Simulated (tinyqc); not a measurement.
Liquidus of a compound AB in a simple-solution melt, liquid-phase epitaxy and vapour pressures: one step, computed by the program tinyqc. Command: `OMP_NUM_THREADS=1 python tinyqc.py 3029516 3029517 out.jsonl liq35 walk`. One thread of a shared host (Intel(R) Xeon(R) Processor @ 2.30GHz), about 0.03 s of CPU time with the checks.

x is the atom fraction of B in the melt. The melt is a simple solution: R T ln gamma_B = W (1 - x)^2, R T ln gamma_A = W x^2, W = a + b T. The solid AB is stoichiometric.

Problem. Layer thickness. Semi-infinite melt (Hsieh): step d = 2 dT sqrt(D t/pi)/(C_S m); ramp d = (4/3) c sqrt(D/pi) t^(3/2)/(C_S m); supercooling is their sum. A melt of depth w can give at most w (undercooling)/(C_S m).

Inputs (values chosen for the exercise, modelled on InAs for the melt):
```
quantity                     value    unit
saturation temperature T       945       K
step dT                         11       K
cooling rate c                0.25   K/min
growth time t                  5.4     min
diffusivity in the melt D  2.8e-05  cm^2/s
melt depth w                   3.5      mm
```

Growth programme: step cooling.

C_S = 1.799170e+22 1/cm^3

slope m = 3.886768e-20 K cm^3

Give: thickness d; largest thickness from this melt; sqrt(D t)/w.

Solution.

thickness d = 16.91 micrometre

largest thickness from this melt = 55.06 micrometre

sqrt(D t)/w = 0.2721

The layer uses 31 % of what the melt could give.
